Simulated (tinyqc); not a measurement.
Worked calculation: regular and subregular solution with a miscibility gap. Computed by tinyqc, a small Python program that keeps every step. Command: `OMP_NUM_THREADS=1 python tinyqc.py 3015140 3015141 out.jsonl regsol walk`. One thread of a shared host (Intel(R) Xeon(R) Processor @ 2.30GHz), about 0.02 s of CPU time with the checks. Intermediate numbers are printed to about 7 digits and carried at full precision; extremes and crossings named in words are read from the listed rows.

Per mole of mixing sites: G(x) = x (1 - x) [L0 + L1 (1 - 2x)] + R T [x ln x + (1 - x) ln(1 - x)], x the fraction of B.

Inputs (values chosen for the exercise, for a model semiconductor alloy):
```
quantity                      value                 unit
lattice constant a_A          5.869             angstrom
lattice constant a_B          6.058             angstrom
constant K                    50100  kJ angstrom^2.5/mol
asymmetry L1                  0.085               kJ/mol
temperature T                   123                    K
overall fraction x0            0.59                    -
coherency modulus Y             156                  GPa
molar volume V_m               31.9             cm^3/mol
gradient coefficient kappa  2.5e-10                  J/m
start value s0                 0.05                    -
```

Source of L0: delta-lattice-parameter rule.

Constants: R = 8.314462618 J/(mol K).

## Interaction parameter

A bonding enthalpy -K a^(-2.5) with a linear in x gives L0 = 4.375 K (a_A - a_B)^2/abar^4.5, abar the mean lattice constant; eta = (a_B - a_A)/abar.

L0 = 2.535035 kJ/mol

eta = 0.03169280

## G, chemical potentials and activities

G' = L0 (1 - 2x) + L1 (1 - 6x + 6x^2) + R T ln[x/(1 - x)]; G'' = -2 L0 - 6 L1 (1 - 2x) + R T/[x (1 - x)]. mu_A = G - x G', mu_B = G + (1 - x) G', activity = exp(mu/(R T)).

G, G'' and activities at x = 0.02, 0.1, 0.2, 0.35, 0.5, 0.65, 0.8, 0.9, 0.98:
```
x     G (kJ/mol)  G'' (kJ/mol)  activity of A  activity of B
0.02  -0.0489765      46.61783       0.981067      0.2327178
0.10  -0.0981824       5.88503       0.924584      0.7754213
0.20  -0.0979855       1.01567       0.889873      0.9877202
0.35  -0.0796084      -0.72778       0.895084      0.9835684
0.50  -0.0751084      -0.97935       0.948699      0.9100811
0.65  -0.0912109      -0.42178       1.011591      0.8663916
0.80  -0.1143055       1.62767       0.966926      0.8769503
0.90  -0.1104224       6.70103       0.715240      0.9205966
0.98  -0.0521752      47.59703       0.200929      0.9808770
```

G'' is negative at 3 of the nine compositions (0.35, 0.5, 0.65), where the solution is unstable.

## Critical point

The spinodal is G'' = 0, R T_s(x) = x (1 - x) [2 L0 + 6 L1 (1 - 2x)]; the critical point is its maximum.

critical composition x_c = 0.4750404

critical temperature T_c = 152.8310 K

L1 > 0 moves the top of the gap to the A-rich side and raises it by 0.4 K over L0/(2 R).

## Spinodal at T

Solve G'' = 0 on each side of x_c.

spinodal x_s1 = 0.2600417

spinodal x_s2 = 0.6996274

Caution: at such a low temperature diffusion in a solid alloy is normally frozen, so this equilibrium would not be reached.

## First Newton step for the common tangent

Common tangent: F1 = G'(x1) - G'(x2) = 0 and F2 = [G - x G'](x1) - [G - x G'](x2) = 0. Newton step: J = [[G''(x1), -G''(x2)], [-x1 G''(x1), x2 G''(x2)]], J dx = -F; a step that would leave 0 < x < 1 is halved until it stays inside. The start is x1 = s0, x2 = 1 - s0.

F (kJ/mol): F1 -1.459369, F2 0.791650

J (kJ/mol):
```
          1          2
1  16.00101  -16.91901
2  -0.80005   16.07306
```

new (x1, x2): 0.0912995  0.9028025

## Binodal by Newton steps

Stop when the step is below 1e-12, or when x1 and x2 meet within 1e-5; residuals under 1e-7 are shown as 0.

Iteration:
```
step         x1         x2    F1 (kJ/mol)   F2 (kJ/mol)
1     0.0500000  0.9500000  -1.459369e+00  7.916495e-01
2     0.0912995  0.9028025  -5.124707e-01  2.851205e-01
3     0.1232854  0.8608179  -1.242711e-01  7.334627e-02
4     0.1346634  0.8402963  -1.400301e-02  9.581232e-03
5     0.1355925  0.8365327  -2.997381e-04  2.539042e-04
6     0.1355911  0.8364221  -2.311583e-07  2.101353e-07
7     0.1355911  0.8364220              0             0
```

solubility limit x1 = 0.1355911

solubility limit x2 = 0.8364220

Converged: the gap runs from 0.1356 to 0.8364, outside the spinodal as it must.

## Lever rule at x0

Inside the gap the B-rich phase has the fraction f = (x0 - x1)/(x2 - x1), and the gain is (1 - f) G(x1) + f G(x2) - G(x0); outside it one phase remains.

fraction f of the B-rich phase = 0.6483859

free energy of decomposition = -28.63117 J/mol

x0 lies inside the chemical spinodal: coherency strain aside, small waves of composition grow without a barrier.

## Fastest-growing wave

Linear Cahn-Hilliard theory, coherency strain left out, with energy density G/V_m + kappa (grad x)^2: the rate goes as -k^2 (G''/V_m + 2 kappa k^2), so k_c^2 = -G''/(2 kappa V_m), the fastest wave has k_m = k_c/sqrt(2) and length 2 pi/k_m.

G''(x0) = -0.7505763 kJ/mol

k_c = 0.2169287 1/nm

fastest wavelength = 40.96168 nm

## Coherent spinodal

If the lattice stays coherent, G'' gains 2 eta^2 Y V_m (eta = d ln a/dx, Y the biaxial modulus, E/(1 - nu) if isotropic), which is L0 replaced by L0 - eta^2 Y V_m (1 GPa cm^3/mol = 1 kJ/mol); the program reports 0 if the result is below its cutoff 3.5 |L1|.

eta^2 Y V_m = 4.998463 kJ/mol

top of the coherent spinodal = 0 K

Coherency strain takes most or all of L0: decomposition then needs incoherent interfaces or a free surface.

## The phase diagram

For this table each start is x_s1/6 and 1 - (1 - x_s2)/6. The dilute estimate of x1 is exp(-(L0 + L1)/(R T)).

Binodal and spinodal:
```
T (K)   binodal x1  spinodal x_s1  spinodal x_s2  binodal x2  dilute estimate of x1
61     0.006049244      0.1033154      0.8765195   0.9914324            0.005708127
76      0.01812792      0.1340586      0.8408675   0.9757915             0.01582308
92      0.04183806      0.1705991      0.7991121   0.9464243             0.03254301
107     0.07741439      0.2098131      0.7550290   0.9038407             0.05260072
122      0.1311421      0.2565404      0.7034513   0.8415012             0.07555215
138      0.2229960      0.3225360      0.6323026   0.7387401              0.1019307
147      0.3117999      0.3788934      0.5730558   0.6430380              0.1172252
```

The dilute estimate is 0.94 of x1 at the lowest T and 0.38 at the highest: it drops the pull of the other solutes and the impurity of the second phase. Near the top the binodal is 1.71 times as wide as the spinodal; the mean-field limit at T_c is sqrt(3) = 1.73. The gap is lopsided: at the lowest T, A dissolves 0.0060 of B and B dissolves 0.0086 of A.

Checks made by the program: binodal against the lower hull of G on 40001 points (relative difference 1e-05).
